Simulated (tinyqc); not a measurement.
Charge neutrality of a doped semiconductor with incomplete ionisation: one step, computed by the program tinyqc. Command: `OMP_NUM_THREADS=1 python tinyqc.py 3019327 3019328 out.jsonl dopant walk`. One thread of a shared host (Intel(R) Xeon(R) Processor @ 2.30GHz), about 0.04 s of CPU time with the checks.

Energies are counted from the top of the valence band; E_D is measured down from the conduction band and E_A up from the valence band.

Question. Densities at the solution. n = N_c F_1/2((E_F - E_g)/k_B T), p = N_v F_1/2(-E_F/k_B T). F_1/2(eta) = (2/sqrt(pi)) int_0^infinity sqrt(x)/(1 + exp(x - eta)) dx, by the trapezoid rule in t = sqrt(x) with step 0.02 up to t = 12 (for eta < -12 by exp(eta) - exp(2 eta)/2^(3/2)). N_D+ = N_D/(1 + g_D exp((E_F - E_g + E_D)/k_B T)).

Inputs (values chosen for the exercise, modelled on germanium):
```
quantity                value   unit
donor density N_D     2.9e+16  cm^-3
donor depth E_D        0.0124     eV
donor degeneracy g_D        2      -
temperature T             250      K
```

Doping: n-type. Statistics of the bands: Fermi-Dirac.

Fermi level E_F (last iterate) = 0.5541386 eV

gap E_g = 0.6743978 eV

N_c = 7.612334e+18 cm^-3

N_v = 4.003706e+18 cm^-3

k_B T = 0.02154333 eV

Give: majority density n; minority density p; ionised share of the donors; distance of E_F from the majority band edge.

Answer.

majority density n = 2.862e+16 cm^-3

minority density p = 2.701e+07 cm^-3

ionised share of the donors = 0.9868

distance of E_F from the majority band edge = 0.1203 eV
